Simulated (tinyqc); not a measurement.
Metal-induced gap states at the contact of a metal chain and a two-band chain, step by step. Values are carried at full precision from step to step, so a last printed digit may differ when a step is redone from the rounded ones.

The semiconductor alternates sites A at -Eg/2 and C at +Eg/2 with hopping -t; the gap runs from -Eg/2 to Eg/2. In the gap cosh(q a) = 1 + (Eg^2/4 - E^2)/(2 t^2) and the amplitude changes by -exp(-q a) a period. The metal has site energy 0 and hopping -tm; its end site has g_m = (E - i sqrt(4 tm^2 - E^2))/(2 tm^2). Sites 1, 2, ... count into the semiconductor, with energies e1, e2 alternating. The clean half chain has g1 = 1/(E - e1 - t^2 g2), g2 = 1/(E - e2 - t^2 g1), decaying root. With the contact G11 = 1/(1/g1 - tc^2 g_m), and the density on site j is -Im G_jj/pi = |psi_j/psi_1|^2 (-Im G11/pi), per spin, with psi_2/psi_1 = -t g2, psi_3/psi_2 = -t g1.

Constants: e^2/(4 pi eps0) = 14.39964547 eV angstrom.

Values chosen for the exercise (gap and optical dielectric constant near those of HfO2; the chain itself is a model; shifted at random, so the results belong to these values and not to a real crystal):
- Eg = 5.82 eV (gap)
- t = 1.99 eV (hopping in the semiconductor)
- a = 3.6 angstrom (period (two sites); one chain for each area a^2)
- E = -0.93 eV (energy from mid-gap)
- tm = 3.12 eV (hopping in the metal)
- tc = 1.98 eV (hopping across the contact)
- end = A (site that touches the metal)
- eps = 4.1 (dielectric constant)

## Decay in the gap

Form cosh(q a), l = exp(-q a), q and the decay length 1/(2q) of the density.

cosh(q a) = 1.95998
l = 0.27430
q = 0.35932 1/angstrom
xi, the decay length of the density = 1.392 angstrom

## Green functions

The decaying root is g1 = (1 - l)/(E - e1), g2 = (1 - l)/(E - e2), l = exp(-q a). Form them, g_m and G11.

g1, g2 (1/eV): 0.36652  -0.18898

g_m = -0.04777-0.31693i 1/eV
G11 = 0.29026-0.12369i 1/eV

## Density site by site

D1 = -Im G11/pi, D2 = (t g2)^2 D1, and each further period multiplies by l^2. The sum over all sites is (D1 + D2)/(1 - l^2). The Green functions stand in the order g1, g2.

density on sites 1 to 8 (1/eV): 0.03937  0.00557  0.00296  0.00042  0.00022  0.00003  0.00002  0.00000

Ds, the density per spin summed over the semiconductor = 0.04860 1/eV

The first period holds 92 % of the gap states at this energy.

## Pinning factor

Gap states per area N = 2 Ds/a^2 (two spins). Charge in them sits a distance xi from the metal, so S = 1/(1 + 4 pi e^2 N xi/eps), e^2 meaning e^2/(4 pi eps0); S is the change of the barrier per change of the metal work function.

N = 7.500e+13 1/(eV cm^2)
4 pi e^2 N xi/eps = 0.4606
S = 0.6847

Weak pinning, nearer the Schottky limit S = 1.

## Checks

- g1 from the closed form against decimation: both 0.366515.

Run: tinyqc, `OMP_NUM_THREADS=1 python tinyqc.py 1450026 1450027 out.jsonl`; Intel(R) Xeon(R) Processor @ 2.30GHz, one thread, shared host; about 0.01 s of CPU time with all checks.
